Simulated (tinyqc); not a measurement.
Mobility of a non-polar semiconductor in the relaxation-time approximation. Changing the longitudinal mass m_l. Computed by tinyqc, a small Python program. Command: `OMP_NUM_THREADS=1 python tinyqc.py 3016236 3016237 out.jsonl rta sweep`. One thread of a shared host (Intel(R) Xeon(R) Processor @ 2.30GHz), about 0.02 s of CPU time with the checks.

Each valley is treated as a sphere of mass m_d for states and rates, with one isotropic relaxation time; the conductivity mass m_c sets the current.

Inputs (values chosen for the exercise, modelled on electrons in silicon):

| quantity | value | unit |
|---|---|---|
| transverse mass m_t | 0.19 | m_0 |
| equivalent valleys Z | 6 | - |
| static permittivity eps_s | 11.7 | - |
| density rho | 2329 | kg/m^3 |
| sound velocity v_l | 8840 | m/s |
| acoustic deformation potential D_A | 9.5 | eV |
| phonon energy hbar w | 62.2 | meV |
| optical or intervalley deformation potential D_o | 4.3 | 1e8 eV/cm |
| final valleys Z_f | 5 | - |
| carrier density n | 4.7e+18 | 1/cm^3 |
| compensation ratio C | 0 | - |
| temperature T | 200 | K |

Band: parabolic. Impurity formula: Brooks-Herring. Further scattering: none.

Constants: k_B = 8.617333262e-05 eV/K; m_0 = 9.1093837015e-31 kg; e = 1.602176634e-19 C; hbar = 1.054571817e-34 J s; eps_0 = 8.8541878128e-12 F/m; k_B = 1.380649e-23 J/K; hbar = 6.582119569e-16 eV s.

Method:
- m_d = (m_l m_t^2)^(1/3); 1/m_c = (1/m_l + 2/m_t)/3; Hall mass factor A = 3 K_m (K_m + 2)/(2 K_m + 1)^2, K_m = m_l/m_t; N_I = n (1 + C)/(1 - C).
- Parabolic band: E = hbar^2 k^2/(2 m), speed v = hbar k/m, states per spin, volume and energy g(E) = m k/(2 pi^2 hbar^2). Here m = m_d. Masses are multiplied by m_0 and all formulas are in SI units.
- The reduced Fermi level eta = E_F/(k_B T) solves n = 2 Z int g f dE with f = 1/(1 + exp(x - eta)) (Z = 1 unless valleys are given); screening length L_s = sqrt(eps_s eps_0 k_B T/(e^2 dn/deta)), dn/deta = 2 Z int g f (1 - f) dE.
- Integrals over x = E/(k_B T) use 160 Gauss-Legendre points in u = sqrt(x) from 0 to sqrt(max(eta, 0) + 32).
- Phonon occupation N_q = 1/(exp(hbar w/(k_B T)) - 1).
- Acoustic deformation potential (elastic, equipartition, absorption and emission together): 1/tau = 2 pi k_B T D_A^2 g(E)/(hbar rho v_l^2).
- Optical or intervalley deformation potential: 1/tau = (pi Z_f D_o^2/(rho w)) [N_q g(E + hbar w) + (N_q + 1) g(E - hbar w)], with g = 0 below the band edge.
- Each optical term is multiplied by (1 - f(E'))/(1 - f(E)), E' the final energy, for Pauli blocking.
- Singly charged impurities, momentum relaxation: 1/tau = N_I e^4 m (1 + 2 alpha E) Phi/(8 pi (eps_s eps_0)^2 hbar^3 k^3), with alpha = 0 for a parabolic band.
- Brooks-Herring: Phi = ln(1 + b) - b/(1 + b), b = 4 k^2 L_s^2.
- mu = (m_d/m_c) (2 Z e/(3 n k_B T)) int g v^2 tau f (1 - f) dE.
- Averages over x are split at the emission threshold x_0 = hbar w/(k_B T): 64 Gauss-Legendre points in sqrt(x) below it and 128 in sqrt(x - x_0) above it, up to x = max(eta, 0) + 32.
- Rates are added at each energy before the average. With <y> = int g v^2 y f (1 - f) dE: Hall factor r_H = A (3 n k_B T/(2 Z m_d)) <tau^2/(1 + 2 alpha E)>/<tau>^2 (alpha = 0 for a parabolic band); Hall mobility r_H mu; |S| = (k_B/e) (<x tau>/<tau> - eta); resistivity 1/(n e mu).

One run for each value:

| longitudinal mass m_l (m_0) | drift mobility mu (cm^2/(V s)) | density-of-states mass m_d (m_0) | conductivity mass m_c (m_0) | Hall mass factor A | Seebeck coefficient \|S\| (microvolt/K) |
|---|---|---|---|---|---|
| 0.19 | 934.75 | 0.19000 | 0.19000 | 1.0000 | 278.76 |
| 0.27 | 800.65 | 0.21361 | 0.21082 | 0.9880 | 292.82 |
| 0.39 | 695.97 | 0.24147 | 0.22918 | 0.9575 | 307.50 |
| 0.55 | 620.74 | 0.27078 | 0.24302 | 0.9221 | 321.16 |
| 0.79 | 557.71 | 0.30552 | 0.25441 | 0.8851 | 335.41 |
| 1.10 | 510.29 | 0.34117 | 0.26234 | 0.8550 | 348.30 |
| 1.60 | 464.84 | 0.38655 | 0.26903 | 0.8270 | 362.70 |
| 2.30 | 426.77 | 0.43626 | 0.27370 | 0.8060 | 376.44 |

Over the rows, drift mobility mu (cm^2/(V s)) falls from 935 to 427 (exponent d ln y / d ln x -0.44 between the first rows and -0.24 between the last); density-of-states mass m_d (m_0) rises from 0.190 to 0.436 (exponent d ln y / d ln x about 0.33 throughout); conductivity mass m_c (m_0) rises from 0.190 to 0.274 (exponent d ln y / d ln x 0.30 between the first rows and 0.047 between the last). m_c stays below 1.5 m_t = 0.285 however large m_l gets, while m_d keeps growing as m_l^(1/3); A falls from 1 towards 3/4.

Caution (all rows): above a few 1e18 per cm^3 the Born approximation, static screening and an unperturbed band are rough; measured mobilities are usually lower.
